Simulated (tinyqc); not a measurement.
Schottky emission and Poole-Frenkel conduction in an insulator, and how to tell them apart: one step of the calculation.

Schottky emission (electrode-limited): J = As T^2 exp[-(pb - b sqrt(F))/Vt], b = sqrt(q/(4 pi eps0 ei)). Poole-Frenkel emission (bulk-limited): J = s0 F exp[-(pt - 2 b sqrt(F))/Vt]. F in V/cm.

Question. Which mechanism made these data. The data come from another sample of the same dielectric, in which one mechanism alone limits the current. Fit straight lines by least squares: ln J on sqrt(F) (Schottky plot, slope b/Vt) and ln(J/F) on sqrt(F) (Poole-Frenkel plot, slope 2 b/Vt), F in V/cm, and read a permittivity from each slope. The right mechanism gives a value near ei, and in any case between ei and es.

Inputs (values chosen for the exercise); dielectric values close to those of zirconium oxide:

| symbol | value | unit | meaning |
|---|---|---|---|
| T | 300 | K | temperature |
| ei | 4.87 |  | high-frequency relative permittivity |
| es | 24.7 |  | static relative permittivity |

Constants: q = 1.602176634e-19 C, kB = 1.380649e-23 J/K, Vt = kB T/q, eps0 = 8.8541878128e-14 F/cm where lengths are in cm. Results are converted to the units shown.

```
point  F (MV/cm)  J (A/cm^2)
0           1.12    8.467e-7
1            1.8    5.574e-6
2           2.48    2.629e-5
3           3.15    9.943e-5
4           3.83   0.0003341
5            4.5   0.0009965
```

Find: slope of the Schottky plot; permittivity read as Schottky; slope of the Poole-Frenkel plot; permittivity read as Poole-Frenkel.

Answer.

slope of the Schottky plot = 0.006651 (cm/V)^0.5
permittivity read as Schottky = 4.870
slope of the Poole-Frenkel plot = 0.005353 (cm/V)^0.5
permittivity read as Poole-Frenkel = 30.07

Both plots are nearly straight, so straightness decides nothing. Read as Schottky the data give 4.87, which matches ei = 4.87; read as Poole-Frenkel they give 30.1, above even the static value 24.7. The data were made by Schottky emission.

Program tinyqc, `OMP_NUM_THREADS=1 python tinyqc.py 2370145 2370146 out.jsonl`; Intel Xeon 2.30GHz, shared host, one thread, about 0.01 s.
